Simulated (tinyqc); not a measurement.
Worked calculation: RHF in the 6-31g basis, for H2, spin multiplicity 1. Computed by tinyqc, a small Python program that keeps every step (integrals from PySCF). Settings: charge = 0, multiplicity = 1, basis = 6-31g, energy threshold = 1e-09, iteration cap = 71, orthogonalisation = canonical, start = core, DIIS depth = 4, damping = 0.5, method = RHF. Command: `OMP_NUM_THREADS=1 python tinyqc.py 20119 20120 out.jsonl` (the two numbers bound the seeds that draw the settings). One thread of a shared host (Intel(R) Xeon(R) Processor @ 2.60GHz), about 0.07 s of CPU time with the checks. Later iterations appear only in the table of the cycle.

## One-electron integrals

Geometry (angstrom):
```
atom,x,y,z
H,0.000000,0.000000,0.000000
H,0.000000,0.000000,0.848000
```

Basis 6-31g: exponents (1/bohr^2) and contraction coefficients of normalised primitives:
```
element,l (shell),exponent,coefficient
H,s (1),18.731137,0.033495
H,s (1),2.825394,0.234727
H,s (1),0.640122,0.813757
H,s (2),0.161278,1.000000
```

Overlap, kinetic and nuclear-attraction integrals over the contracted functions; the nuclear repulsion is the sum of Za Zb / Rab.

nuclear repulsion = 0.62402973 hartree

overlap S, lower triangle:
```
,1H 1s,1H 2s,2H 1s,2H 2s
1H 1s,1.000000
1H 2s,0.658292,1.000000
2H 1s,0.363341,0.469702,1.000000
2H 2s,0.469702,0.812956,0.658292,1.000000
```

kinetic energy T (hartree), lower triangle:
```
,1H 1s,1H 2s,2H 1s,2H 2s
1H 1s,1.395678
1H 2s,0.259735,0.241917
2H 1s,0.128321,0.143353,1.395678
2H 2s,0.143353,0.169517,0.259735,0.241917
```

nuclear attraction V (hartree), lower triangle:
```
,1H 1s,1H 2s,2H 1s,2H 2s
1H 1s,-2.272983
1H 2s,-1.137611,-1.141286
2H 1s,-0.780925,-0.840757,-2.272983
2H 2s,-0.840757,-0.974302,-1.137611,-1.141286
```

core Hamiltonian H = T + V (hartree), lower triangle:
```
,1H 1s,1H 2s,2H 1s,2H 2s
1H 1s,-0.877305
1H 2s,-0.877876,-0.899369
2H 1s,-0.652604,-0.697405,-0.877305
2H 2s,-0.697405,-0.804784,-0.877876,-0.899369
```

## Two-electron integrals

Functions are numbered as in S; the eight-fold symmetry (ij|kl) = (ji|kl) = (kl|ij) leaves the list below.

Two-electron integrals (ij|kl) in chemists' order, unique and non-zero (hartree):
```
i,j,k,l,(ij|kl)
1,1,1,1,1.076566
2,1,1,1,0.578470
2,1,2,1,0.329423
2,2,1,1,0.587396
2,2,2,1,0.361304
2,2,2,2,0.453150
3,1,1,1,0.312801
3,1,2,1,0.179724
3,1,2,2,0.198887
3,1,3,1,0.125486
3,2,1,1,0.300136
3,2,2,1,0.183969
3,2,2,2,0.226374
3,2,3,1,0.135994
3,2,3,2,0.166662
3,3,1,1,0.597486
3,3,2,1,0.374889
3,3,2,2,0.475190
3,3,3,1,0.312801
3,3,3,2,0.404811
3,3,3,3,1.076566
4,1,1,1,0.404811
4,1,2,1,0.231565
4,1,2,2,0.255782
4,1,3,1,0.135994
4,1,3,2,0.142553
4,1,3,3,0.300136
4,1,4,1,0.166662
4,2,1,1,0.451134
4,2,2,1,0.279445
4,2,2,2,0.356063
4,2,3,1,0.170690
4,2,3,2,0.205037
4,2,3,3,0.451134
4,2,4,1,0.205037
4,2,4,2,0.299486
4,3,1,1,0.374889
4,3,2,1,0.234328
4,3,2,2,0.299562
4,3,3,1,0.179724
4,3,3,2,0.231565
4,3,3,3,0.578470
4,3,4,1,0.183969
4,3,4,2,0.279445
4,3,4,3,0.329423
4,4,1,1,0.475190
4,4,2,1,0.299562
4,4,2,2,0.397656
4,4,3,1,0.198887
4,4,3,2,0.255782
4,4,3,3,0.587396
4,4,4,1,0.226374
4,4,4,2,0.356063
4,4,4,3,0.361304
4,4,4,4,0.453150
```

## Orthogonalisation

S = U s U^T; canonical form X = U s^(-1/2), so that X^T S X = 1. Each column of U has its largest component positive (the first on a tie).

eigenvalues of S: 0.118415  0.437971  0.705288  2.738326

X:
```
,1,2,3,4
1H 1s,-0.702687,0.826065,0.791220,0.271021
1H 2s,1.930974,-0.677677,0.287927,0.330365
2H 1s,0.702687,0.826065,-0.791220,0.271021
2H 2s,-1.930974,-0.677677,-0.287927,0.330365
```

## Starting guess

The start is the orbitals of the core Hamiltonian; D = 2 C_occ C_occ^T.

D at the start, lower triangle:
```
,1H 1s,1H 2s,2H 1s,2H 2s
1H 1s,0.352592
1H 2s,0.166785,0.078894
2H 1s,0.352592,0.166785,0.352592
2H 2s,0.166785,0.078894,0.166785,0.078894
```

## Iteration 1: building the Fock matrix

J_ij = sum D_kl (ij|kl), K_ij = sum D_kl (ik|jl); F = H + J - 0.5 K; E = tr D H + tr D J / 2 - 0.25 tr D K + E_nn.

Coulomb J (hartree), lower triangle:
```
,1H 1s,1H 2s,2H 1s,2H 2s
1H 1s,1.519018
1H 2s,0.885777,1.019495
2H 1s,0.578017,0.656607,1.519018
2H 2s,0.656607,0.865157,0.885777,1.019495
```

exchange K (hartree), lower triangle:
```
,1H 1s,1H 2s,2H 1s,2H 2s
1H 1s,1.153402
1H 2s,0.890892,0.777850
2H 1s,0.864741,0.818273,1.153402
2H 2s,0.818273,0.754219,0.890892,0.777850
```

Fock matrix F (hartree), lower triangle:
```
,1H 1s,1H 2s,2H 1s,2H 2s
1H 1s,0.065012
1H 2s,-0.437545,-0.268799
2H 1s,-0.506958,-0.449935,0.065012
2H 2s,-0.449935,-0.316737,-0.437545,-0.268799
```

total energy of this density = -1.07337815 hartree

This density is the starting one.

## Iteration 1: diagonalisation and new density

Diagonalise F' = X^T F X, C = X C', fill 1 alpha and 1 beta electrons from the bottom; D = 2 C_occ C_occ^T; the new density keeps 0.5 of the old one (damping). Each column has its largest component positive (the first on a tie).

F' = X^T F X (hartree), lower triangle:
```
,1,2,3,4
1,0.855089
2,0.000000,0.846298
3,-0.549855,0.000000,0.735377
4,0.000000,-0.094100,0.000000,-0.510581
```

orbital energies (hartree): MO1 -0.517075, MO2 0.242130, MO3 0.852793, MO4 1.348336

coefficients C:
```
,MO1,MO2,MO3,MO4
1H 1s,0.327257,0.119753,0.805442,-1.051407
1H 2s,0.282919,1.503738,-0.698816,1.245125
2H 1s,0.327257,-0.119753,0.805442,1.051407
2H 2s,0.282919,-1.503738,-0.698816,-1.245125
```

D after iteration 1, lower triangle:
```
,1H 1s,1H 2s,2H 1s,2H 2s
1H 1s,0.283394
1H 2s,0.175980,0.119490
2H 1s,0.283394,0.175980,0.283394
2H 2s,0.175980,0.119490,0.175980,0.119490
```

## Iteration 2: building the Fock matrix

As before.

Coulomb J (hartree), lower triangle:
```
,1H 1s,1H 2s,2H 1s,2H 2s
1H 1s,1.470144
1H 2s,0.862458,1.002908
2H 1s,0.558977,0.638552,1.470144
2H 2s,0.638552,0.850141,0.862458,1.002908
```

exchange K (hartree), lower triangle:
```
,1H 1s,1H 2s,2H 1s,2H 2s
1H 1s,1.089758
1H 2s,0.874072,0.797240
2H 1s,0.819877,0.802913,1.089758
2H 2s,0.802913,0.772423,0.874072,0.797240
```

Fock matrix F (hartree), lower triangle:
```
,1H 1s,1H 2s,2H 1s,2H 2s
1H 1s,0.047960
1H 2s,-0.452454,-0.295081
2H 1s,-0.503565,-0.460309,0.047960
2H 2s,-0.460309,-0.340855,-0.452454,-0.295081
```

total energy of this density = -1.09396033 hartree

This density is a damped mixture and is not idempotent.

## Iteration 2: DIIS over 2 matrices

error matrix X^T (FDS - SDF) X:
```
,1,2,3,4
1,0.000000,0.000000,0.000000,0.000000
2,0.000000,0.000000,0.000000,0.186670
3,0.000000,0.000000,0.000000,0.000000
4,0.000000,-0.186670,0.000000,0.000000
```

B (overlaps of the stored error matrices):
```
,1,2
1,2.0550666e-01,1.1967451e-01
2,1.1967451e-01,6.9691115e-02
```

Minimise |sum c_i e_i|^2 with sum c_i = 1: solve [B -1; -1 0][c; lambda] = [0; -1] with B_ij = tr e_i^T e_j, and take F = sum c_i F_i.

DIIS coefficients: -1.394285  2.394285

extrapolated F (hartree), lower triangle:
```
,1H 1s,1H 2s,2H 1s,2H 2s
1H 1s,0.024186
1H 2s,-0.473242,-0.331726
2H 1s,-0.498835,-0.474774,0.024186
2H 2s,-0.474774,-0.374482,-0.473242,-0.331726
```

## Iteration 2: diagonalisation and new density

As before.

F' = X^T F X (hartree), lower triangle:
```
,1,2,3,4
1,0.827032
2,0.000000,0.826385
3,-0.529975,0.000000,0.663337
4,0.000000,-0.065516,0.000000,-0.563406
```

orbital energies (hartree): MO1 -0.566488, MO2 0.208926, MO3 0.829467, MO4 1.281443

coefficients C:
```
,MO1,MO2,MO3,MO4
1H 1s,0.309534,0.143270,0.812418,-1.048461
1H 2s,0.298160,1.475475,-0.692450,1.278490
2H 1s,0.309534,-0.143270,0.812418,1.048461
2H 2s,0.298160,-1.475475,-0.692450,-1.278490
```

D after iteration 2, lower triangle:
```
,1H 1s,1H 2s,2H 1s,2H 2s
1H 1s,0.237508
1H 2s,0.180280,0.148644
2H 1s,0.237508,0.180280,0.237508
2H 2s,0.180280,0.148644,0.180280,0.148644
```

## Iteration 3: building the Fock matrix

As before.

Coulomb J (hartree), lower triangle:
```
,1H 1s,1H 2s,2H 1s,2H 2s
1H 1s,1.436171
1H 2s,0.846204,0.991296
2H 1s,0.545736,0.625971,1.436171
2H 2s,0.625971,0.839634,0.846204,0.991296
```

exchange K (hartree), lower triangle:
```
,1H 1s,1H 2s,2H 1s,2H 2s
1H 1s,1.045033
1H 2s,0.861258,0.809520
2H 1s,0.788233,0.791192,1.045033
2H 2s,0.791192,0.783909,0.861258,0.809520
```

Fock matrix F (hartree), lower triangle:
```
,1H 1s,1H 2s,2H 1s,2H 2s
1H 1s,0.036349
1H 2s,-0.462302,-0.312833
2H 1s,-0.500985,-0.467030,0.036349
2H 2s,-0.467030,-0.357105,-0.462302,-0.312833
```

total energy of this density = -1.10565071 hartree

This density is a damped mixture and is not idempotent.

## Iteration 3: DIIS over 3 matrices

error matrix X^T (FDS - SDF) X:
```
,1,2,3,4
1,0.000000,0.000000,0.000000,0.000000
2,0.000000,0.000000,0.000000,0.093372
3,0.000000,0.000000,0.000000,0.000000
4,0.000000,-0.093372,0.000000,0.000000
```

B (overlaps of the stored error matrices), lower triangle:
```
,1,2,3
1,2.0550666e-01
2,1.1967451e-01,6.9691115e-02
3,5.9860892e-02,3.4859323e-02,1.7436547e-02
```

As before.

DIIS coefficients: -0.590543  0.437179  1.153365

extrapolated F (hartree), lower triangle:
```
,1H 1s,1H 2s,2H 1s,2H 2s
1H 1s,0.024499
1H 2s,-0.472617,-0.331076
2H 1s,-0.498586,-0.474187,0.024499
2H 2s,-0.474187,-0.373839,-0.472617,-0.331076
```

## Iteration 3: diagonalisation and new density

As before.

F' = X^T F X (hartree), lower triangle:
```
,1,2,3,4
1,0.826943
2,0.000000,0.825624
3,-0.529935,0.000000,0.663453
4,0.000000,-0.065626,0.000000,-0.562607
```

orbital energies (hartree): MO1 -0.565703, MO2 0.208995, MO3 0.828720, MO4 1.281401

coefficients C:
```
,MO1,MO2,MO3,MO4
1H 1s,0.309640,0.143177,0.812378,-1.048474
1H 2s,0.298069,1.475588,-0.692490,1.278359
2H 1s,0.309640,-0.143177,0.812378,1.048474
2H 2s,0.298069,-1.475588,-0.692490,-1.278359
```

D after iteration 3, lower triangle:
```
,1H 1s,1H 2s,2H 1s,2H 2s
1H 1s,0.214631
1H 2s,0.182434,0.163167
2H 1s,0.214631,0.182434,0.214631
2H 2s,0.182434,0.163167,0.182434,0.163167
```

## Iteration 27 (converged): orbitals

converged F (hartree), lower triangle:
```
,1H 1s,1H 2s,2H 1s,2H 2s
1H 1s,0.024815
1H 2s,-0.472091,-0.330470
2H 1s,-0.498428,-0.473714,0.024815
2H 2s,-0.473714,-0.373251,-0.472091,-0.330470
```

Diagonalise F' = X^T F X, C = X C', fill 1 alpha and 1 beta electrons from the bottom; D = 2 C_occ C_occ^T. Each column has its largest component positive (the first on a tie).

F' = X^T F X (hartree), lower triangle:
```
,1,2,3,4
1,0.826945
2,0.000000,0.825131
3,-0.529952,0.000000,0.663701
4,0.000000,-0.065770,0.000000,-0.561919
```

orbital energies (hartree): MO1 -0.565031, MO2 0.209122, MO3 0.828243, MO4 1.281524

coefficients C:
```
,MO1,MO2,MO3,MO4
1H 1s,0.309756,0.143055,0.812334,-1.048490
1H 2s,0.297970,1.475736,-0.692532,1.278188
2H 1s,0.309756,-0.143055,0.812334,1.048490
2H 2s,0.297970,-1.475736,-0.692532,-1.278188
```

D after iteration 27, lower triangle:
```
,1H 1s,1H 2s,2H 1s,2H 2s
1H 1s,0.191898
1H 2s,0.184596,0.177572
2H 1s,0.191898,0.184596,0.191898
2H 2s,0.184596,0.177572,0.184596,0.177572
```

## Convergence

Stop when the energy changes by less than 1e-09 hartree and every element of the error matrix X^T (F D S - S D F) X is below 9e-06.

Course of the cycle:
```
iteration,E (hartree),change,largest element of the error matrix
1,-1.07337815,-,3.21e-01
2,-1.09396033,-2.06e-02,1.87e-01
3,-1.10565071,-1.17e-02,9.34e-02
4,-1.11203665,-6.39e-03,4.66e-02
5,-1.11536391,-3.33e-03,2.32e-02
6,-1.11706104,-1.70e-03,1.16e-02
7,-1.11791785,-8.57e-04,5.79e-03
8,-1.11834829,-4.30e-04,2.90e-03
9,-1.11856403,-2.16e-04,1.45e-03
10,-1.11867202,-1.08e-04,7.24e-04
11,-1.11872605,-5.40e-05,3.62e-04
12,-1.11875307,-2.70e-05,1.81e-04
13,-1.11876659,-1.35e-05,9.04e-05
14,-1.11877334,-6.76e-06,4.52e-05
15,-1.11877672,-3.38e-06,2.26e-05
16,-1.11877841,-1.69e-06,1.13e-05
17,-1.11877926,-8.45e-07,5.65e-06
18,-1.11877968,-4.22e-07,2.83e-06
19,-1.11877989,-2.11e-07,1.41e-06
20,-1.11878000,-1.06e-07,7.07e-07
21,-1.11878005,-5.28e-08,3.53e-07
22,-1.11878008,-2.64e-08,1.77e-07
23,-1.11878009,-1.32e-08,8.83e-08
24,-1.11878009,-6.60e-09,4.42e-08
25,-1.11878010,-3.30e-09,2.21e-08
26,-1.11878010,-1.65e-09,1.10e-08
27,-1.11878010,-8.25e-10,5.52e-09
```

PySCF RHF in the same basis = -1.11878010 hartree

Converged in 27 iterations.

## Populations, bond orders and dipole

Mulliken: Z minus the diagonal of D S on the atom; Loewdin: the same with S^(1/2) D S^(1/2); Mayer order: 2 sum_s sum (D(s) S)_ij (D(s) S)_ji over the two atoms.

Charges (e):
```
atom,Mulliken,Loewdin
1H,0.000000,0
2H,0,0
```

Mayer bond orders:
```
pair,order
2-1,1.000000
```

dipole moment about the origin, x y z (debye): 0.000000  0.000000  0.000000
